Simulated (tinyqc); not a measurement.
# Inputs raised by 10 %, one at a time

Model: bias-temperature instability from a Gaussian distribution of capture and emission barriers. Computed by tinyqc, a small Python program. Command: `OMP_NUM_THREADS=1 python tinyqc.py 3018023 3018024 out.jsonl bti sens`. One thread of a shared host (Intel(R) Xeon(R) Processor @ 2.30GHz), about 0.02 s of CPU time with the checks.

Each trap has a capture time tau_0 exp(E_c/(k_B T)) under stress and an emission time tau_0 exp(E_e/(k_B T)) after it. E_c is Gaussian, and E_e = E_c + d with d Gaussian and independent. A trap counts as filled once t_s exceeds its capture time and as emptied once t_r exceeds its emission time.

Inputs (values chosen for the exercise, for a model p-channel transistor): shift with all traps filled V_max = 250 mV; mean capture barrier at zero field mu_c = 1.51 eV; spread of capture barriers sigma_c = 0.3 eV; lowering of mu_c per field k_F = 0.045 eV/(MV/cm); oxide field F = 4.8 MV/cm; mean of E_e - E_c at the stress field, delta = -0.21 eV; spread of E_e - E_c, sigma_d = 0.26 eV; time constant tau_0 = 4e-11 s; temperature T = 25 C; stress time t_s = 1000 s; recovery time t_r = 6e-06 s.

Constants: k_B = 8.617333262e-05 eV/K.

Method:
- Demarcation energies E_s = k_B T ln(t_s/tau_0), E_r = k_B T ln(t_r/tau_0); mean barrier mu = mu_c - k_F F; z = (E_s - mu)/sigma_c; Phi is the standard normal distribution.
- Temperatures in kelvin are T(C) + 273.15.
- Shift without recovery dV0 = V_max Phi(z); local time exponent n = d ln dV0/d ln t_s = (k_B T/sigma_c) exp(-z^2/2)/(sqrt(2 pi) Phi(z)); apparent activation energy n E_s.
- Remaining shift dV = V_max int_(-infinity)^(E_s) g(E_c) [1 - Phi((E_r - E_c - delta)/sigma_d)] dE_c, g the Gaussian density of E_c (Gauss-Legendre, 120 points over 7 sigma_c below E_s).

Runs:
```
input moved                                         from       to  time exponent n  remaining shift dV (mV)  remaining share dV/dV0  apparent activation energy (eV)
base run                                               -        -          0.17861                    8.394                 0.70938                          0.14157
shift with all traps filled V_max (mV)               250      275          0.17861                    9.234                 0.70938                          0.14157
spread of capture barriers sigma_c (eV)              0.3     0.33          0.15222                   10.993                 0.68349                          0.12065
lowering of mu_c per field k_F (eV/(MV/cm))        0.045   0.0495          0.17330                    9.678                 0.70540                          0.13736
mean of E_e - E_c at the stress field, delta (eV)  -0.21   -0.231          0.17861                    8.090                 0.68364                          0.14157
spread of E_e - E_c, sigma_d (eV)                   0.26    0.286          0.17861                    8.210                 0.69379                          0.14157
time constant tau_0 (s)                            4e-11  4.4e-11          0.17921                    8.257                 0.70982                          0.14161
recovery time t_r (s)                              6e-06  6.6e-06          0.17861                    8.359                 0.70643                          0.14157
```

Exponents ln(y'/y) / ln(x'/x):
```
input                                         time exponent n  remaining shift dV  remaining share dV/dV0  apparent activation energy
shift with all traps filled V_max                       0.000               1.000                   0.000                       0.000
spread of capture barriers sigma_c                     -1.677               2.830                  -0.390                      -1.677
lowering of mu_c per field k_F                         -0.317               1.493                  -0.059                      -0.317
mean of E_e - E_c at the stress field, delta            0.000              -0.388                  -0.388                       0.000
spread of E_e - E_c, sigma_d                            0.000              -0.233                  -0.233                       0.000
time constant tau_0                                     0.035              -0.172                   0.007                       0.003
recovery time t_r                                       0.000              -0.044                  -0.044                       0.000
```

Among the inputs moved here: time exponent n answers most in size to spread of capture barriers sigma_c (exponent -1.677), next to lowering of mu_c per field k_F (-0.317); its exponent is below 0.0005 for shift with all traps filled V_max, mean of E_e - E_c at the stress field, delta, spread of E_e - E_c, sigma_d, recovery time t_r. Its exponent 0.000 in shift with all traps filled V_max: the exponent is a shape. Remaining shift dV answers most in size to spread of capture barriers sigma_c (exponent +2.830), next to lowering of mu_c per field k_F (+1.493). Remaining share dV/dV0 answers most in size to spread of capture barriers sigma_c (exponent -0.390), and about equally to mean of E_e - E_c at the stress field, delta (-0.388); its exponent is below 0.0005 for shift with all traps filled V_max. Apparent activation energy answers most in size to spread of capture barriers sigma_c (exponent -1.677), next to lowering of mu_c per field k_F (-0.317); its exponent is below 0.0005 for shift with all traps filled V_max, mean of E_e - E_c at the stress field, delta, spread of E_e - E_c, sigma_d, recovery time t_r.
